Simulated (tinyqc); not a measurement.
Exchange-split free-electron bands and tunnelling magnetoresistance: one step. The two Fermi spheres. Five cases, with inputs chosen for the exercise.

Problem. Give k_s, n_s, D_s, the moment per electron (n_up - n_dn)/n and three polarisations: of D, of D v and of D v^2 (v proportional to k).

Majority and minority bands E = c k^2/m -/+ Dx/2, c = hbar^2/2m0, so k_up = sqrt(m (EF + Dx/2)/c), k_dn = sqrt(m (EF - Dx/2)/c); n_s = k_s^3/(6 pi^2), D_s = m k_s/(4 pi^2 c).

Constants: hbar^2/2m0 = 3.80998211 eV angstrom^2.

Give: k_up, k_dn; n_up, n_dn; D_up, D_dn; moment per electron; polarisations.

Case 1.

Values chosen:
- EF = 5.71 eV (Fermi energy above the mean band bottom)
- Dx = 1.87 eV (exchange splitting)
- m = 0.86 m0 (mass in the electrodes)

Solution.

k_up, k_dn (1/angstrom): 1.2247  1.0382

n_up, n_dn (1/angstrom^3): 0.03102  0.01890

D_up, D_dn (1/(eV angstrom^3)): 0.00700  0.00594

moment per electron = 0.2429 muB

polarisations: D 0.0824, D v 0.1637, D v^2 0.2429

Case 2.

Values chosen:
- EF = 2.93 eV (Fermi energy above the mean band bottom)
- Dx = 3.92 eV (exchange splitting)
- m = 0.9 m0 (mass in the electrodes)

Solution.

k_up, k_dn (1/angstrom): 1.0748  0.4787

n_up, n_dn (1/angstrom^3): 0.02096  0.00185

D_up, D_dn (1/(eV angstrom^3)): 0.00643  0.00286

moment per electron = 0.8376 muB

polarisations: D 0.3837, D v 0.6689, D v^2 0.8376

Case 3.

Values chosen:
- EF = 4.23 eV (Fermi energy above the mean band bottom)
- Dx = 2.15 eV (exchange splitting)
- m = 0.86 m0 (mass in the electrodes)

Solution.

k_up, k_dn (1/angstrom): 1.0943  0.8439

n_up, n_dn (1/angstrom^3): 0.02213  0.01015

D_up, D_dn (1/(eV angstrom^3)): 0.00626  0.00483

moment per electron = 0.3711 muB

polarisations: D 0.1292, D v 0.2541, D v^2 0.3711

Case 4.

Values chosen:
- EF = 5.79 eV (Fermi energy above the mean band bottom)
- Dx = 5.14 eV (exchange splitting)
- m = 1.28 m0 (mass in the electrodes)

Solution.

k_up, k_dn (1/angstrom): 1.6759  1.0401

n_up, n_dn (1/angstrom^3): 0.07949  0.01900

D_up, D_dn (1/(eV angstrom^3)): 0.01426  0.00885

moment per electron = 0.6142 muB

polarisations: D 0.2341, D v 0.4439, D v^2 0.6142

Case 5.

Values chosen:
- EF = 3.58 eV (Fermi energy above the mean band bottom)
- Dx = 1.89 eV (exchange splitting)
- m = 1.32 m0 (mass in the electrodes)

Solution.

k_up, k_dn (1/angstrom): 1.2521  0.9555

n_up, n_dn (1/angstrom^3): 0.03315  0.01473

D_up, D_dn (1/(eV angstrom^3)): 0.01099  0.00839

moment per electron = 0.3847 muB

polarisations: D 0.1344, D v 0.2640, D v^2 0.3847

The three numbers differ although they describe one band structure: each probe (density of states, ballistic current, diffusive current) weights the velocity differently.

Computed by tinyqc, one run a case: `OMP_NUM_THREADS=1 python tinyqc.py N N+1 out.jsonl` with N = 1650108, 1650427, 1650490, 1650751, 1651162; one thread of a shared Intel(R) Xeon(R) Processor @ 2.30GHz, about 0.01 s a run at most.
